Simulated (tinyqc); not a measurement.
# Gap voltage and exponent from three temperatures

Problem. At constant current VBE(T) = Vg0 - a T - eta (kB T/q) ln T, where a is a constant. Find Vg0, eta and dVBE/dT at the middle temperature.

Constants: q = 1.602176634e-19 C, kB = 1.380649e-23 J/K. Results are converted to the units shown.

T (K): [253, 330, 360]
VBE at a constant current (V): [0.9018277476, 0.7891888308, 0.7438437561]

Solution. The relation is linear in Vg0, a and eta, so three points give a linear system; the slope is (VBE - Vg0 - eta kB T/q)/T. eta rests on the curvature of VBE(T) alone, so real fits need accuracy of some tens of microvolts or better.

Vg0 = 1.19 V
eta = 3.30
dVBE/dT = -1.50 mV/K

Numbers from tinyqc (`OMP_NUM_THREADS=1 python tinyqc.py 2062153 2062154 out.jsonl`; about 0.02 s on one thread of a shared Intel Xeon 2.30GHz).
